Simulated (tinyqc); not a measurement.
# Ellipsometry and reflectance of a transparent film on an absorbing substrate: what changes with what

Air (index 1), film, substrate with N2 = n2 - i k2; time factor exp(+i w t). q_j = sqrt(N_j^2 - sin^2 th), root with positive real part. Fresnel coefficients r_s = (q_a - q_b)/(q_a + q_b), r_p = (N_b^2 q_a - N_a^2 q_b)/(N_b^2 q_a + N_a^2 q_b). tan(Psi) exp(i Delta) = R_p/R_s, Delta taken from 0 to 360 degrees.

Inputs (values chosen for the exercise); indices close to those of titanium dioxide on silicon:
- lam = 632.8 nm (wavelength)
- th = 60 degrees (angle of incidence)
- n1 = 2.399 (index of the transparent film)
- d = 16 nm (film thickness)
- n2 = 3.882 (index of the substrate)
- k2 = 0.019 (extinction coefficient of the substrate)

Each table varies one quantity; the others keep the values above.

## Psi and Delta against the film thickness

beta = 2 pi d q1/lam, X = exp(-2 i beta), R = (r01 + r12 X)/(1 + r01 r12 X) for p and s. The last column is the derivative of Delta.

Results:
```
d (nm)  Psi (degrees)  Delta (degrees)  |R_p|^2  |R_s|^2  dDelta/dd (degrees/nm)
0               23.38            179.7   0.1098   0.5877                  -1.166
16              22.71            160.7  0.09835   0.5614                  -1.228
31              20.91            140.8  0.07101   0.4865                  -1.472
47              17.65            111.5  0.03577   0.3534                  -2.394
62              13.14            56.60  0.01248   0.2290                  -5.496
78              12.86            308.9  0.01165   0.2236                  -5.804
109             20.76            220.6  0.06892   0.4797                  -1.500
124             22.63            200.4  0.09700   0.5580                  -1.237
140             23.37            181.4   0.1098   0.5875                  -1.166
```

Estimate the missing row, d = 93 nm.

Computed row:
```
d (nm)  Psi (degrees)  Delta (degrees)  |R_p|^2  |R_s|^2  dDelta/dd (degrees/nm)
93              17.41            250.8  0.03383   0.3440                  -2.502
```

With this row back in the table: Psi goes from 23.4 through a minimum of 12.9 (at d = 78 nm among the rows listed) to 23.4 degrees. The period is 141.4 nm, after which Psi and Delta return to the values of the bare substrate, so one angle and wavelength fix d only up to a multiple of it. The size of the slope of Delta runs from 1.17 to 5.80 degrees/nm among the rows; Delta is counted modulo 360 degrees, and sharper features can lie between the rows.

## Effect of the index of the transparent film

Same model as above.

dDelta/dd is the derivative of Delta; period lam/(2 q1).

Effect of the index of the transparent film:
```
n1    Psi (degrees)  Delta (degrees)   |R_p|^2  |R_s|^2  dDelta/dd (degrees/nm)  period (nm)
1.25         23.667           168.08   0.11204  0.58325                -0.71131       351.01
1.45         23.757           163.44   0.11224  0.57933                -0.99493       272.06
1.65         23.695           160.92   0.11079  0.57520                 -1.1588       225.28
1.85         23.515           159.74   0.10812  0.57105                 -1.2495       193.54
2.05         23.255           159.49   0.10473  0.56709                 -1.2851       170.28
2.25         22.949           159.98   0.10104  0.56358                 -1.2709       152.36
2.45         22.632           161.09  0.097476  0.56077                 -1.2069       138.06
2.65         22.343           162.75  0.094429  0.55898                 -1.0924       126.33
```

Psi goes from 23.7 through a maximum of 23.8 (at n1 = 1.45 among the rows listed) to 22.3 degrees and |R_p|^2 goes from 0.1120 through a maximum of 0.1122 (at n1 = 1.45 among the rows listed) to 0.09443. The slope of Delta is largest in size, 1.29 degrees/nm, at n1 = 2.05 among the rows.

tinyqc, about 0.4 s, one thread, Intel Xeon 2.30GHz (shared host): `OMP_NUM_THREADS=1 python tinyqc.py 2870209 2870210 out.jsonl`
